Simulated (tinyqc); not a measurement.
Lossy interposer transmission line with skin effect: two steps of the calculation.

A uniform line in a homogeneous dielectric: c = sqrt(er)/(c0 Z0), l = Z0 sqrt(er)/c0 (c0 = 299792458 m/s), g = w c td, w = 2 pi f. The resistance joins its limits as r = sqrt(r_dc^2 + r_hf^2), with r_dc = rho/(wd th), r_hf = kr rho/(2 delta (wd + th)), delta = sqrt(rho/(pi f mu0)), mu0 = 4 pi 1e-7 H/m; this is an interpolation, and internal inductance, up to 0.05 nH/mm at low frequency, is neglected.

Parameters, values chosen for the exercise:
- wd = 5.6 um (width of the strip)
- th = 1.2 um (thickness of the strip)
- rho = 2.9 uohm cm (resistivity)
- er = 4.2 (relative permittivity)
- td = 0 (loss tangent)
- Z0 = 60 ohm (lossless impedance sqrt(l/c))
- kr = 1.5 (factor for crowding and the return path)
- len = 24 mm (length)
- f = 0.41 GHz (frequency)

Problem 1. Line constants. delta, r_dc, r_hf, r, l, c and g as defined.

Wanted: delta; r_dc; r_hf; r; l; c; g.

Solution 1.

delta = 4.2328 um
r_dc = 4.3155 ohm/mm
r_hf = 0.75565 ohm/mm
r = 4.3811 ohm/mm
l = 0.41016 nH/mm
c = 113.93 pF/m
g = 0 S/m

r is 1.02 times r_dc; the skin depth is 3.53 of the thickness.

Problem 2. Propagation constant and impedance. gamma = sqrt((r + i w l)(g + i w c)) = alpha + i beta, Zc = sqrt((r + i w l)/(g + i w c)), roots with positive real part; loss 8.685889638 alpha in dB; phase velocity w/beta.

r = 4.3811355 ohm/mm
l = 0.41016178 nH/mm
c = 113.93383 pF/m
g = 0 S/m

Find: gamma len; Zc; loss; phase velocity over c0; r/(w l).

Solution 2.

gamma len = 0.54004+0.68576i
Zc = 97.352-76.665i ohm
loss = 0.19545 dB/mm
phase velocity over c0 = 0.30073
r/(w l) = 4.1464

r exceeds w l, so the line behaves mainly as an RC line at this frequency.

Numbers from tinyqc (`OMP_NUM_THREADS=1 python tinyqc.py 2810218 2810219 out.jsonl`; about 0.01 s on one thread of a shared Intel Xeon 2.30GHz).
